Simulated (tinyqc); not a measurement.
# Reset of a mushroom phase-change cell, hemispherical electro-thermal model, step by step

tinyqc, about 0.01 s, one thread, Intel Xeon 2.30GHz (shared host): `OMP_NUM_THREADS=1 python tinyqc.py 2490002 2490003 out.jsonl` Printed values are rounded.

Current spreads from a hemispherical contact of radius r0 into a large dome with constant rho and ka: j = I/(2 pi r^2). With s = r0/r the steady rise is T - T0 = c (b s - s^2), c = I^2 rho/(8 pi^2 ka r0^2). The heat lost through the heater, (T(r0) - T0)/Rh, fixes b = (2 + g)/(1 + g), g = 1/(2 pi ka r0 Rh).

Values chosen for this exercise; values of the order of Ge-Sb-Te and related chalcogenides:
- T0 = 300 K (ambient temperature)
- Tm = 894 K (melting point)
- r0 = 18 nm (radius of the heater contact)
- rho = 6.3 mohm cm (resistivity of the hot chalcogenide)
- ka = 1.3 W/(m K) (its thermal conductivity)
- Rh = 5 K/uW (thermal resistance of the path through the heater)
- I = 880 uA (reset current)

Range of the model: Constant properties, no latent heat, thermoelectric terms, boundary resistance or heating in the heater itself.

## Constants and melting current

The peak lies at s = b/2 with the rise c b^2/4; melting starts at the current where that equals Tm - T0, and the molten shell spans the roots of s^2 - b s + (Tm - T0)/c = 0 (s at most 1). Electrical resistance rho/(2 pi r0).

g = 1.36030
b = 1.42368
resistance = 0.557042 kohm
radius of the peak = 25.2867 nm
melting current = 786.649 uA
power at that current = 344.707 uW

## Temperature profile and molten shell

r, point 0 to 7 (nm): [18, 20.7, 24.3, 28.8, 36, 46.8, 63, 90]

As before.

c = 1466.99 K
T, point 0 to 7 (K): [921.528, 1006.85, 1042.12, 1032.28, 977.512, 886.266, 776.966, 659.024]
peak T = 1043.34 K
inner radius of the melt = 18 nm
outer radius of the melt = 45.8281 nm

The melt reaches the contact. In this hemispherical model any closed shell already blocks the current after the quench.
